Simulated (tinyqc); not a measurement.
Inside a calculation. Method: plane-wave Kohn-Sham cycle with exchange-only LDA in a layered model solid. Computed by tinyqc, a small Python program that keeps every step. Settings: points = 16, plane-wave index or count = 2, electrons = 2, k points = 2, area = 26.0, mixing = 1.0, iteration cap = 63, Kerker q0 = 0.87. Command: `OMP_NUM_THREADS=1 python tinyqc.py 25794 25795 out.jsonl` (the two numbers bound the seeds that draw the settings). One thread of a shared host (Intel(R) Xeon(R) Processor @ 2.60GHz), about 0.01 s of CPU time with the checks. Later iterations appear only in the table of the cycle.

## Iteration 1: potential

A solid whose potential varies along x alone (atomic units):

| parameter | value |
|---|---|
| period a | 7.700000 |
| cross-section of the cell | 26.000000 |
| electrons per cell | 2 |
| grid points | 16 |
| plane waves -n..n, n | 2 |
| k points | 2 |
| V1 in V1 cos(2 pi x/a) | -0.560000 |

density at the start, on the grid x_j = j a/N (e/bohr^3): 0.00999001  0.00999001  0.00999001  0.00999001  0.00999001  0.00999001  0.00999001  0.00999001  0.00999001  0.00999001  0.00999001  0.00999001  0.00999001  0.00999001  0.00999001  0.00999001

V_H(G) = 4 pi rho(G)/G^2 for G != 0 (uniform background); v_x = -(3 rho/pi)^(1/3); V = V_ext + V_H + v_x; Fourier components f(G_m) = (1/N) sum_j f(x_j) exp(-i G_m x_j).

Potentials on the grid (hartree):

| x | V_ext | V_H | v_x | V |
|---|---|---|---|---|
| 0.000000 | -0.560000 | 0.000000 | -0.212086 | -0.772086 |
| 0.481250 | -0.517373 | 0.000000 | -0.212086 | -0.729459 |
| 0.962500 | -0.395980 | 0.000000 | -0.212086 | -0.608066 |
| 1.443750 | -0.214303 | 0.000000 | -0.212086 | -0.426389 |
| 1.925000 | 0 | 0.000000 | -0.212086 | -0.212086 |
| 2.406250 | 0.214303 | 0.000000 | -0.212086 | 0.002217 |
| 2.887500 | 0.395980 | 0.000000 | -0.212086 | 0.183894 |
| 3.368750 | 0.517373 | 0.000000 | -0.212086 | 0.305286 |
| 3.850000 | 0.560000 | 0.000000 | -0.212086 | 0.347914 |
| 4.331250 | 0.517373 | 0.000000 | -0.212086 | 0.305286 |
| 4.812500 | 0.395980 | 0.000000 | -0.212086 | 0.183894 |
| 5.293750 | 0.214303 | 0.000000 | -0.212086 | 0.002217 |
| 5.775000 | 0 | 0.000000 | -0.212086 | -0.212086 |
| 6.256250 | -0.214303 | 0.000000 | -0.212086 | -0.426389 |
| 6.737500 | -0.395980 | 0.000000 | -0.212086 | -0.608066 |
| 7.218750 | -0.517373 | 0.000000 | -0.212086 | -0.729459 |

V(G_m), m = 0, 1, 2, ... (hartree): -0.212086  -0.280000  0.000000  0.000000  0.000000

## Iteration 1: Hamiltonian at one k

k = 0.250000 2 pi / a

H(m,m') = (k + G_m)^2/2 delta + V(G_m - G_m'), with V(-G) = V(G).

H (hartree), lower triangle:
```
           -2         -1         +0         +1        +2
-2   0.807501
-1  -0.280000  -0.024815
+0   0.000000  -0.280000  -0.191278
+1   0.000000   0.000000  -0.280000   0.308111
+2   0.000000   0.000000   0.000000  -0.280000  1.473354
```

## Iteration 1: levels at that k

Diagonalise the Hermitian matrix.

eigenvalues (hartree): -0.489012  0.019549  0.402563  0.900241  1.539533

## Iteration 1: new density

Motion across x is left out: the lowest 1 band(s) hold two electrons at each of the k points (j + 1/2)/nk - 1/2. Residual R = rho(out) - rho(in); rho(new) = rho(in) + 1 R, with R(G) scaled by G^2/(G^2 + 0.87^2) (Kerker). rho(out) = 2/(a A nk) sum |psi|^2 with psi = sum c exp(i G x). Harris energy E = band energy - dV sum rho (V_H/2 + v_x) + (3/4) dV sum rho v_x with rho(in), dV = a A/N, band energy = (2/nk) sum of the filled levels.

rho(out) (e/bohr^3): 0.03121846  0.02769834  0.01930771  0.01053226  0.00450409  0.00155358  0.00048009  0.00017586  0.00011783  0.00017586  0.00048009  0.00155358  0.00450409  0.01053226  0.01930771  0.02769834

density after iteration 1 (e/bohr^3): 0.02217374  0.01968366  0.01397388  0.00858352  0.00573299  0.00524927  0.00582668  0.00644360  0.00667925  0.00644360  0.00582668  0.00524927  0.00573299  0.00858352  0.01397388  0.01968366

energy per cell = -0.87198110 hartree

## Iteration 2: potential

As before.

Potentials on the grid (hartree):

| x | V_ext | V_H | v_x | V |
|---|---|---|---|---|
| 0.000000 | -0.560000 | 0.150164 | -0.276654 | -0.686490 |
| 0.481250 | -0.517373 | 0.133063 | -0.265884 | -0.650194 |
| 0.962500 | -0.395980 | 0.088554 | -0.237190 | -0.544615 |
| 1.443750 | -0.214303 | 0.032354 | -0.201626 | -0.383575 |
| 1.925000 | 0 | -0.020403 | -0.176245 | -0.196648 |
| 2.406250 | 0.214303 | -0.061357 | -0.171142 | -0.018197 |
| 2.887500 | 0.395980 | -0.088766 | -0.177200 | 0.130013 |
| 3.368750 | 0.517373 | -0.104060 | -0.183245 | 0.230067 |
| 3.850000 | 0.560000 | -0.108935 | -0.185453 | 0.265612 |
| 4.331250 | 0.517373 | -0.104060 | -0.183245 | 0.230067 |
| 4.812500 | 0.395980 | -0.088766 | -0.177200 | 0.130013 |
| 5.293750 | 0.214303 | -0.061357 | -0.171142 | -0.018197 |
| 5.775000 | 0 | -0.020403 | -0.176245 | -0.196648 |
| 6.256250 | -0.214303 | 0.032354 | -0.201626 | -0.383575 |
| 6.737500 | -0.395980 | 0.088554 | -0.237190 | -0.544615 |
| 7.218750 | -0.517373 | 0.133063 | -0.265884 | -0.650194 |

V(G_m), m = 0, 1, 2, ... (hartree): -0.205448  -0.238271  -0.003346  0.000211  0.000939

## Iteration 2: Hamiltonian at one k

k = 0.250000 2 pi / a

As before.

H (hartree), lower triangle:
```
           -2         -1         +0         +1        +2
-2   0.814139
-1  -0.238271  -0.018177
+0  -0.003346  -0.238271  -0.184640
+1   0.000211  -0.003346  -0.238271   0.314749
+2   0.000939   0.000211  -0.003346  -0.238271  1.479992
```

## Iteration 2: levels at that k

As before.

eigenvalues (hartree): -0.424667  0.036583  0.385097  0.881105  1.527944

## Iteration 2: new density

As before.

rho(out) (e/bohr^3): 0.03009296  0.02689016  0.01917213  0.01090529  0.00498813  0.00189785  0.00066201  0.00026674  0.00018258  0.00026674  0.00066201  0.00189785  0.00498813  0.01090529  0.01917213  0.02689016

density after iteration 2 (e/bohr^3): 0.02607321  0.02320666  0.01643227  0.00953338  0.00515036  0.00349761  0.00339964  0.00372238  0.00388232  0.00372238  0.00339964  0.00349761  0.00515036  0.00953338  0.01643227  0.02320666

energy per cell = -0.78383046 hartree

## Convergence

Stop when sqrt(dV sum R^2) is below 1e-8, dV = a A/N.

Course of the cycle:

| iteration | E (hartree) | norm of the residual |
|---|---|---|
| 1 | -0.87198110 | 1.55e-01 |
| 2 | -0.78383046 | 7.31e-02 |
| 3 | -0.76317322 | 3.59e-02 |
| 4 | -0.75952587 | 1.77e-02 |
| 5 | -0.75911870 | 8.77e-03 |
| 6 | -0.75915750 | 4.37e-03 |
| 7 | -0.75920193 | 2.19e-03 |
| 8 | -0.75922065 | 1.11e-03 |
| 9 | -0.75922684 | 5.64e-04 |
| 10 | -0.75922867 | 2.88e-04 |
| 11 | -0.75922918 | 1.47e-04 |
| ... | ... | ... |
| 16 | -0.75922937 | 5.24e-06 |
| 17 | -0.75922937 | 2.69e-06 |
| 18 | -0.75922937 | 1.38e-06 |
| 19 | -0.75922937 | 7.10e-07 |
| 20 | -0.75922937 | 3.64e-07 |
| 21 | -0.75922937 | 1.87e-07 |
| 22 | -0.75922937 | 9.61e-08 |
| 23 | -0.75922937 | 4.93e-08 |
| 24 | -0.75922937 | 2.53e-08 |
| 25 | -0.75922937 | 1.30e-08 |
| 26 | -0.75922937 | 6.68e-09 |

Converged in 26 iterations. Before convergence this energy mixes input and output and is not variational, so it may rise towards its limit.
